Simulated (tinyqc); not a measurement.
Inside a calculation. Method: Jacobi rotations on a symmetric matrix. One step of it, computed by the program tinyqc.

Task: Jacobi rotation 2. Take the largest off-diagonal element A_pq; tan 2 theta = 2 A_pq / (A_qq - A_pp) with |theta| <= pi/4; A' = J^T A J with J_pp = J_qq = cos, J_pq = sin, J_qp = -sin.

A', lower triangle:
```
,1,2,3
1,1.465000
2,-0.192005,3.623345
3,-0.162874,0.000000,5.019655
```

Give: p, q, theta; A'.

Result:

p, q, theta (rad): 1.0000  2.0000  -0.0880

A', lower triangle:
```
,1,2,3
1,1.4481
2,0.0000,3.6403
3,-0.1622,0.0143,5.0197
```
